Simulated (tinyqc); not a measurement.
## Vertical double-diffused power MOSFET, components of the on-resistance: On-resistance against the rated breakdown voltage of the drift layer

Stripe cells of pitch Wp + a, two channels a cell. Current flows through the channels, spreads in the accumulation layer, passes the gap between the p bodies and spreads at 45 degrees into the drift layer below them. Low drain voltage, full ionisation.

Triangular field at breakdown with Ec = Kc N^(1/8): BV = eps0 eps_r Ec^2/(2 q N), so N = (eps0 eps_r Kc^2/(2 q BV))^(4/3); W = 2 BV/Ec; mu = mud (T/300 K)^(-bt); rho = 1/(q mu N); ideal resistance rho W. Pitch p = Wp + a, Cox = 3.9 eps0/tox; zero-bias depletion in the gap w0 = sqrt(2 eps0 eps_r Vbi/(q N Nj)), open gap g = a - 2 w0; R_ch = Lc p/(2 mch Cox Vov); R_acc = 0.6 a p/(4 mac Cox Vov), 0.6 being an empirical factor for current leaving the layer along its length; R_gap = (rho/Nj) xp p/g; spreading depth t = min(W, (p - g)/2); R_drift = (rho p/2) ln((g + 2 t)/g) + rho (W - t); R_on = the sum with Rs.

Inputs (values chosen for the exercise); bulk values close to those of 4H silicon carbide: temperature T = 300 K; relative permittivity eps_r = 9.89; critical-field constant Kc = 22300 V/cm per (cm^-3)^(1/8); drift mobility at 300 K mud = 839 cm^2/(V s); temperature exponent of the drift mobility bt = 2.2; gate oxide thickness (eps_r 3.9) tox = 58 nm; gate overdrive Vov = 5 V; channel mobility mch = 23 cm^2/(V s); accumulation-layer mobility mac = 76 cm^2/(V s); channel length Lc = 1.1 um; width of the p body in one cell, channels included Wp = 3.2 um; gap between neighbouring p bodies a = 1.4 um; depth of the p body xp = 0.9 um; doping of the gap over the drift doping Nj = 3; built-in voltage of the body junction Vbi = 2.95 V; substrate and contact resistance Rs = 0.42 mohm cm^2.

Constants: q = 1.602176634e-19 C, eps0 = 8.8541878128e-14 F/cm where lengths are in cm. Results are converted to the units shown.

The same in every row: R_ch (mohm cm^2) = 3.695; R_acc (mohm cm^2) = 0.4270.

Result of one run:
```
R_gap (mohm cm^2)  R_drift (mohm cm^2)  R_on (mohm cm^2)  ideal (mohm cm^2)  largest term
0.1268                          0.9666             5.636             0.8115       channel
```

Which rated breakdown voltage of the drift layer BV gave this result: 300, 800, 1300 or 2100 V?

BV = 1300 V.

The whole series:
```
BV (V)  R_gap (mohm cm^2)  R_drift (mohm cm^2)  R_on (mohm cm^2)  ideal (mohm cm^2)  largest term
300               0.01180              0.03513             4.589            0.02076       channel
490               0.02467               0.1012             4.668            0.07078       channel
800               0.05392               0.3080             4.904             0.2411       channel
1300               0.1268               0.9666             5.636             0.8115       channel
2100               0.3503                3.085             7.977              2.691       channel
3500                2.157                11.07             17.77              9.652         drift
```

R_on rises from 4.59 to 17.8 mohm cm^2. The channel term is the largest at BV = 300, the drift term from 3500 on. R_on is 221 times the ideal drift resistance in the first row and 1.84 times in the last. The ideal resistance goes as BV^(2.50), and R_on as BV^(1.57) between the last two rows.

Computed by the program tinyqc: `OMP_NUM_THREADS=1 python tinyqc.py 2230061 2230062 out.jsonl`, one thread of a shared Intel Xeon 2.30GHz, about 0.01 s for the whole run.
